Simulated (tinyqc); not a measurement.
AlGaN/GaN HEMT with access regions, lumped model: field plate: effect of the insulator under the field plate.

A polarisation-induced electron sheet under a Schottky gate, in series with two ungated access regions and contacts. Drift law v = mu E/(1 + mu E/vs) under the gate. Currents in mA/mm, resistances in ohm mm. No self-heating, no channel-length modulation; fits for polarisation, barrier and offset are chosen for the exercise.

sigma = (5e13 x + 1.6e13 x^2) cm^-2, phiB = 0.84 + 1.3 x, dEc = 0.7 (1.71 x + x^2) in volts, Cb = eps0 eps_r/d, VT = phiB - dEc - q sigma/Cb, access density n0 = -Cb VT/q. Off state: a depleted stretch that holds the voltage V has the peak field sqrt(k V), k = 2 q n0/(eps0 eps_r te), so one edge holds V1 = Ec^2/k. The sheet under the plate pinches off at Vf = q n0 (1/Cb + tf/(eps0 ei)); beyond it the gate edge is screened. BV = V1 if Vf >= V1, else Vf + V1, and at most Ec Ld.

Parameters, values chosen for the exercise; values close to those of AlGaN/GaN structures:
- x = 0.34 (aluminium share of the barrier)
- d = 20 nm (barrier thickness)
- eps_r = 9.4 (relative permittivity of barrier and channel)
- Ld = 12 um (drain access length)
- Ec = 2.8 MV/cm (critical field)
- te = 0.49 um (depth over which the depleted charge spreads)
- ei = 3.9 (relative permittivity of that insulator)

Constants: q = 1.602176634e-19 C, eps0 = 8.8541878128e-14 F/cm where lengths are in cm. Results are converted to the units shown.

The same in every row: V1 (V) = 59.44; Ec Ld (V) = 3360.

Field plate: effect of the insulator under the field plate:

| tf (nm) | Vf (V) | BV (V) |
|---|---|---|
| 6.8 | 11.76 | 71.20 |
| 10 | 14.25 | 73.69 |
| 15 | 18.15 | 77.59 |
| 22 | 23.60 | 83.04 |
| 33 | 32.17 | 91.61 |
| 49 | 44.63 | 104.1 |
| 73 | 63.32 | 59.44 |
| 110 | 92.14 | 59.44 |

BV goes from 71.2 through a maximum of 104 (at tf = 49 nm among the rows listed) to 59.4 V. The plate helps (Vf < V1) in 6 of the 8 rows, and the access length caps BV in 0. The best thickness makes Vf just under V1, tf = 68.0 nm, where both edges reach Ec together and BV nears 2 V1.

Computed by the program tinyqc: `OMP_NUM_THREADS=1 python tinyqc.py 2570011 2570012 out.jsonl`, one thread of a shared Intel Xeon 2.30GHz, about 0.01 s for the whole run.
